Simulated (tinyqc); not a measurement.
Plane-wave Kohn-Sham cycle with exchange-only LDA in a layered model solid, step by step. Computed by tinyqc, a small Python program that keeps every step. Settings: points = 16, plane-wave index or count = 3, electrons = 2, k points = 3, area = 33.0, mixing = 1.0, iteration cap = 55. Command: `OMP_NUM_THREADS=1 python tinyqc.py 23736 23737 out.jsonl` (the two numbers bound the seeds that draw the settings). One thread of a shared host (Intel(R) Xeon(R) Processor @ 2.60GHz), about 0.02 s of CPU time with the checks.

A solid whose potential varies along x alone (atomic units):
```
parameter,value
period a,15.600000
cross-section of the cell,33.000000
electrons per cell,2
grid points,16
"plane waves -n..n, n",3
k points,3
V1 in V1 cos(2 pi x/a),-0.190000
V2 in V2 cos(4 pi x/a),0.070000
```

Stop when sqrt(dV sum R^2) is below 1e-8, dV = a A/N.

Course of the cycle:
```
iteration,E (hartree),norm of the residual
1,-0.409599,8.66e-02
2,-0.526801,1.49e-01
3,-0.843487,1.71e-01
4,-0.667100,1.76e-01
5,-0.920929,1.77e-01
6,-0.673081,1.77e-01
7,-0.923947,1.77e-01
8,-0.673293,1.77e-01
9,-0.924055,1.77e-01
10,-0.673301,1.77e-01
11,-0.924059,1.77e-01
...,...,...
45,-1.158713,2.21e-01
46,-1.155693,2.21e-01
47,-1.157448,2.21e-01
48,-1.156437,2.21e-01
49,-1.157022,2.21e-01
50,-1.156684,2.21e-01
51,-1.156880,2.21e-01
52,-1.156767,2.21e-01
53,-1.156832,2.21e-01
54,-1.156794,2.21e-01
55,-1.156816,2.21e-01
```

Can the last value be used, and what does the course show?

Not by the stop rule. Not converged within 55 iterations: the residual has stopped falling. Reruns (cap 100 unless said): mixing 0.1: not converged; mixing 0.5, Kerker q0 1.0: converged in 90 (E = -0.29482); mixing 0.3, Pulay depth 5: converged in 11 (E = -0.29482); the original settings with a cap of 400: not converged.
